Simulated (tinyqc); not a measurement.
Potential-pH (Pourbaix) lines of a metal, its cation, its oxide and an oxyanion, with a complexing ligand: one step, computed by the program tinyqc. Command: `OMP_NUM_THREADS=1 python tinyqc.py 3025921 3025922 out.jsonl pourb walk`. One thread of a shared host (Intel(R) Xeon(R) Processor @ 2.30GHz), about 0.02 s of CPU time with the checks.

Potentials are against the standard hydrogen electrode; solids and water have unit activity; dG_f of M, H+ and the electron is zero; F = e N_A and s = R T ln(10)/F. The cation carries z = 2.

Question. The stable species at (pH, E). M2+ + 2e = M; MO + 2H+ + 2e = M + H2O; MO2(2-) + 4H+ + 2e = M + 2H2O. For each, E0 = -dG/(z F), and E = E0 + (s/z) log10 a - (s n_H/z) pH, with no activity term for the oxide. The metal is stable below the lowest of the three lines; above it, the species of the lowest line is stable. Water lines at 1 bar: hydrogen E = -s pH, oxygen E = -dG_f(water)/(2F) - s pH.

Inputs (values chosen for the exercise, modelled on zinc): dG_f of water = -237.14 kJ/mol; temperature T = 298.15 K; log10 of the dissolved activity a = -5; pH = 7.4; potential E = 0.066 V.

Species: M, M2+, MO, MO2(2-).

E0 (V): cation -0.7534824, oxide -0.4307390, oxyanion 0.4525558

s = 0.05915935 V

Constants: e = 1.602176634e-19 C; N_A = 6.02214076e+23 1/mol.

Give: lines at this pH; upper limit of immunity; hydrogen line; oxygen line; E above the limit of immunity.

Answer.

lines at this pH (V): cation -0.9014, oxide -0.8685, oxyanion -0.5709

upper limit of immunity = -0.9014 V

hydrogen line = -0.4378 V

oxygen line = 0.7911 V

E above the limit of immunity = 0.9674 V

Stable here: the cation (corrosion). Water itself can oxidise the metal at this pH. Caution: other oxidation states, hydroxides and hydrides are left out, and the lines say nothing of rates.
